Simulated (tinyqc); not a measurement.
## ESD clamp with bipolar snapback, compact model and design window: effect of the exponent of the multiplication

The drain junction multiplies the current that enters it: Igen = (M - 1)(Ic + I0), M = 1/(1 - (Vj/BV)^n). The generated holes leave through the substrate resistance and the base of the parasitic npn: Igen = Vb/Rb + Ic/be, Ic = Is exp(Vb/Vt). Terminal current I = Ic + I0 + Igen and voltage V = Vj + I Ro, per width. Isothermal, constant gain.

For given Vb: Ic, Igen, M = 1 + Igen/(Ic + I0), Vj = BV (1 - 1/M)^(1/n), I and V. Vt1 is the maximum of V along the curve, Vh the following minimum, Vt2 the voltage at I = It2. It1 and Ih are the currents at Vt1 and Vh.

Parameters, values chosen for the exercise; values close to those of grounded-gate n-channel clamps:
```
symbol    value    unit                               meaning
T           300       K                           temperature
BV         10.2       V            junction breakdown voltage
be          5.3             current gain of the parasitic npn
Is      1.7e-17    A/um                    saturation current
I0        1e-11    A/um                      junction leakage
Rb        72000  ohm um                  substrate resistance
Ro          320  ohm um  drain ballast and contact resistance
It2         5.5   mA/um            failure current for 100 ns
```

Constants: q = 1.602176634e-19 C, kB = 1.380649e-23 J/K, Vt = kB T/q. Results are converted to the units shown.

Effect of the exponent of the multiplication:

| n | Vt1 (V) | It1 (uA/um) | Vh (V) | Ih (uA/um) | Vt2 (V) | Vt2 - Vt1 (V) |
|---|---|---|---|---|---|---|
| 2 | 10.20 | 5.713 | 4.451 | 587.5 | 5.847 | -4.355 |
| 2.5 | 10.20 | 5.798 | 5.263 | 572.7 | 6.667 | -3.534 |
| 3 | 10.20 | 5.867 | 5.889 | 553.2 | 7.304 | -2.898 |
| 3.5 | 10.20 | 5.925 | 6.382 | 532.8 | 7.808 | -2.393 |
| 4 | 10.20 | 5.976 | 6.779 | 513.0 | 8.217 | -1.985 |
| 4.5 | 10.20 | 6.021 | 7.105 | 494.4 | 8.553 | -1.649 |
| 5 | 10.20 | 6.061 | 7.377 | 477.1 | 8.835 | -1.367 |
| 5.5 | 10.20 | 6.097 | 7.607 | 461.1 | 9.074 | -1.128 |
| 6 | 10.20 | 6.130 | 7.804 | 446.4 | 9.280 | -0.9221 |

Read the table: what changes, and by how much?

As n goes from 2 to 6, Vt1 stays near 10.2 V, It1 rises from 5.71 to 6.13 uA/um, Vh rises from 4.45 to 7.80 V and Vt2 rises from 5.85 to 9.28 V. Vt2 exceeds Vt1, the condition for all fingers to turn on, in 0 of the 9 rows.

Computed by the program tinyqc: `OMP_NUM_THREADS=1 python tinyqc.py 2670146 2670147 out.jsonl`, one thread of a shared Intel Xeon 2.30GHz, about 0.01 s for the whole run.
